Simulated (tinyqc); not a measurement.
# One-diode model of a solar cell: effect of the saturation current of the diode

J is the current delivered and Vj = V + J Rs the junction voltage. J = X JL - J01 (exp(Vj/(n1 Vt)) - 1) - Vj/Rp. The photocurrent does not depend on voltage.

Jsc at V = 0, Voc at J = 0, the maximum power point where J (1 + 2 Rs G) = G Vj with G = -dJ/dVj; FF = Vmp Jmp/(Voc Jsc); efficiency Vmp Jmp/(X Pin). Empirical fill factor without parasitics FF0 = (v - ln(v + 0.72))/(v + 1), v = Voc/(n1 Vt).

Values chosen for this exercise; values of the order met in cells of cadmium telluride:
- T = 300 K (temperature)
- JL = 25.6 mA/cm^2 (photocurrent at one sun)
- X = 50 suns (concentration)
- n1 = 1.78 (ideality factor of the diode)
- Rs = 0.0052 ohm cm^2 (series resistance)
- Rp = 700 ohm cm^2 (shunt resistance)
- Pin = 100 mW/cm^2 (incident power at one sun)

Constants: q = 1.602176634e-19 C, kB = 1.380649e-23 J/K, Vt = kB T/q. Results are converted to the units shown.

The same in every row: Jsc (mA/cm^2) = 1280.

Effect of the saturation current of the diode:

| J01 (A/cm^2) | Voc (V) | Vmp (V) | Jmp (mA/cm^2) | FF | efficiency (%) | FF0 |
|---|---|---|---|---|---|---|
| 5e-11 | 1.103 | 0.9550 | 1220 | 0.8251 | 23.29 | 0.8315 |
| 5e-10 | 0.9968 | 0.8540 | 1213 | 0.8119 | 20.72 | 0.8187 |
| 5e-9 | 0.8909 | 0.7536 | 1205 | 0.7962 | 18.16 | 0.8035 |
| 5e-8 | 0.7849 | 0.6538 | 1194 | 0.7772 | 15.62 | 0.7852 |
| 5e-7 | 0.6790 | 0.5550 | 1180 | 0.7538 | 13.10 | 0.7627 |
| 5e-6 | 0.5730 | 0.4574 | 1161 | 0.7241 | 10.62 | 0.7340 |

As J01 goes from 5e-11 to 5e-6, Voc falls from 1.10 to 0.573 V, FF falls from 0.825 to 0.724 and the efficiency falls from 23.3 to 10.6 %. Voc changes by -106 mV a decade between the last two rows and -106 mV between the first two.

Numbers from tinyqc (`OMP_NUM_THREADS=1 python tinyqc.py 2280011 2280012 out.jsonl`; about 0.01 s on one thread of a shared Intel Xeon 2.30GHz).
